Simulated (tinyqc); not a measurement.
Worked calculation: round or elliptic silicon nanowire with anisotropic valleys (Ritz method). Values are carried at full precision from step to step, so a last printed digit may differ when a step is redone from the rounded ones.

Wire along x = [100] on a (001) wafer, y = [010], z = [001]. Valley groups, two valleys each (w = inverse masses): A, axis along z: w_y = 1/mt, w_z = 1/ml, m_x = mt; B, axis along y: w_y = 1/ml, w_z = 1/mt, m_x = mt; C, axis along x: w_y = w_z = 1/mt, m_x = ml.

Constants: hbar^2/2m0 = 3.80998211 eV angstrom^2; kB = 8.617333262e-05 eV/K.

Values chosen for the exercise (near those of a Si nanowire; not measured data): ml = 0.916 m0 (longitudinal mass); mt = 0.192 m0 (transverse mass); a = 28 angstrom (semi-axis along y); b = 44 angstrom (semi-axis along z); group = B (valley group worked out); T = 300 K (temperature).

## Stretching the ellipse

Scaling y by 1/sqrt(w_y) and z by 1/sqrt(w_z) makes the mass 1 and the semi-axes A = a/sqrt(w_y), B = b/sqrt(w_z). List them with the one-function estimate 3c (1/A^2 + 1/B^2) and the slender limit c (pi/2s)^2 (1 + 2s/(pi l)), s and l the smaller and larger of A, B; c = hbar^2/2m0.

Groups:
```
group  g      A      B  axis ratio  one function (eV)  slender limit (eV)
A      2  12.27  42.11       3.432             0.0824              0.0740
B      2  26.80  19.28       1.390             0.0467              0.0369
C      2  12.27  19.28       1.571             0.1067              0.0878
```

The one-function value suits axis ratios near 1 and the slender limit ratios well above 2.

## Matrices of three even functions

Hard wall on the ellipse (y/a)^2 + (z/b)^2 = 1, c = hbar^2/2m0. With u = y/a, v = z/b the operator is -c [(w_y/a^2) d2/du2 + (w_z/b^2) d2/dv2] on the unit disc. Basis (1 - u^2 - v^2) u^i v^j; S, X and Y are the disc integrals of f f', (df/du)(df'/du) and (df/dv)(df'/dv), from the integral of u^p v^q = 2 Gamma((p+1)/2) Gamma((q+1)/2)/((p + q + 2) Gamma((p+q+2)/2)) for even p, q; H = c (w_y X/a^2 + w_z Y/b^2).

Basis 1, u^2, v^2 times (1 - u^2 - v^2); form S and H for the chosen group.

S, lower triangle:
```
            1       u^2       v^2
1    1.047198
u^2  0.130900  0.039270
v^2  0.130900  0.013090  0.039270
```

H (meV), lower triangle:
```
           1     u^2     v^2
1    48.8679
u^2   8.1447  5.8321
v^2   8.1447  1.0181  8.4210
```

## Lowest level in this basis

Solve H p = E S p for the wire level; give E, the ratios p2/p1 and p3/p1, and H11/S11.

E = 44.9 meV

ratios: -0.53  -0.31

one function = 46.7 meV

The two added functions lower the level by 1.8 meV (3.9 %), mostly by narrowing the state along u, the direction in which the stretched ellipse is long.

## Subbands

Converged values use 21 functions of each parity class (e or o in u, then in v).

The nine lowest levels of all groups and parity classes.

Subbands:
```
group, parity  g  m_x (m0)  E (eV)
B ee           2    0.1920  0.0448
A ee           2    0.1920  0.0762
B oe           2    0.1920  0.0956
C ee           2    0.9160  0.1023
A eo           2    0.1920  0.1075
B eo           2    0.1920  0.1318
A ee           2    0.1920  0.1469
B ee           2    0.1920  0.1690
A eo           2    0.1920  0.1949
```

At 300 K and without degeneracy the populations go as g sqrt(m_x) exp(-E/kB T): among these nine the lowest level holds 55 % and the light transport mass mt 87 % of the electrons.

## Checks

- Circle of radius a with both masses mt against c (2.404826/R)^2/m, eV: both 0.1464.

Computed by tinyqc, a small Python program: `OMP_NUM_THREADS=1 python tinyqc.py 1250559 1250560 out.jsonl` (the numbers bound the seed that draws the inputs); one thread of a shared host (Intel(R) Xeon(R) Processor @ 2.30GHz), about 0.07 s for the whole set of steps.
